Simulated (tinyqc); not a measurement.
Ion-assisted plasma etching: sheath, surface coverage, synergy and aspect-ratio dependence: one step, computed by the program tinyqc.

Radicals adsorb on bare sites; ions remove covered sites with a high yield and bare sites by sputtering; a slow spontaneous reaction acts everywhere, walls included.

Problem. Fluxes. Bohm speed u_B = sqrt(e T_e/M_i); ion flux G_i = 0.61 n_e u_B; radical flux G_n = n c/4 with c = sqrt(8 k_B T_g/(pi M_n)).

Inputs (values chosen for the exercise, close to those used for silicon in a halogen plasma):
```
quantity                    value    unit
plasma density n_e        3.7e+10  1/cm^3
electron temperature T_e      2.1      eV
ion mass M_i                 35.5       u
radical density n         5.1e+13  1/cm^3
radical mass M_n             35.5       u
gas temperature T_g           500       K
```

Feature: round hole.

Constants: e = 1.602176634e-19 C; u = 1.6605390666e-27 kg; k_B = 1.380649e-23 J/K.

Give: Bohm speed; ion flux G_i; radical speed c; radical flux G_n; flux ratio G_n/G_i.

Solution.

Bohm speed = 2.3891e+05 cm/s

ion flux G_i = 5.3921e+15 1/(cm^2 s)

radical speed c = 54608 cm/s

radical flux G_n = 6.9625e+17 1/(cm^2 s)

flux ratio G_n/G_i = 129.13
